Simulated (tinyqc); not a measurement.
## Gate voltage for a given inversion charge

Question. p-type body, charge-sheet picture, depletion and inversion only, full ionisation (an idealisation for deep acceptors), Boltzmann statistics (rough once Na exp(x - xn) passes about Nc/7). In units of Vt: xg = (Vg - Vfb)/Vt, x = psi/Vt, G = gamma/sqrt(Vt), xn = (2 phiF + Vc)/Vt. The implicit equation is (xg - x)^2 = G^2 [x - 1 + exp(x - xn)] for x above about 3. Cox = eps0 eox/tox. ni = sqrt(Nc Nv) exp(-Eg/(2 Vt)), Eg in volts; phiF = Vt ln(Na/ni); gamma = sqrt(2 q eps0 eps_r Na)/Cox. N_inv = (Cox Vt G/q) [sqrt(x - 1 + exp(x - xn)) - sqrt(x - 1)]. Find x - xn, psi and Vg.

Values chosen for this exercise; band and dielectric values close to those of silicon:
- T = 350 K (temperature)
- Eg = 1.14 eV (band gap)
- eps_r = 11.7 (relative permittivity)
- Nc = 3.48e19 cm^-3 (conduction-band density of states at T)
- Nv = 3.33e19 cm^-3 (valence-band density of states at T)
- eox = 3.9 (relative permittivity of the gate insulator (close to silicon dioxide))
- tox = 17 nm (insulator thickness)
- Na = 3.9e16 cm^-3 (acceptor density)
- Vfb = -0.76 V (flat-band voltage)
- Vc = 0.2 V (channel-body voltage)

Constants: q = 1.602176634e-19 C, kB = 1.380649e-23 J/K, Vt = kB T/q, eps0 = 8.8541878128e-14 F/cm where lengths are in cm. Results are converted to the units shown.

N_inv = 6.3e10 cm^-2

Solution. N_inv rises steadily with x, so it fixes x; the implicit equation then gives xg directly.

x - xn = 1.794
psi = 0.9856 V
Vg = 0.8228 V

tinyqc, about 0.01 s, one thread, Intel Xeon 2.30GHz (shared host): `OMP_NUM_THREADS=1 python tinyqc.py 2122140 2122141 out.jsonl`
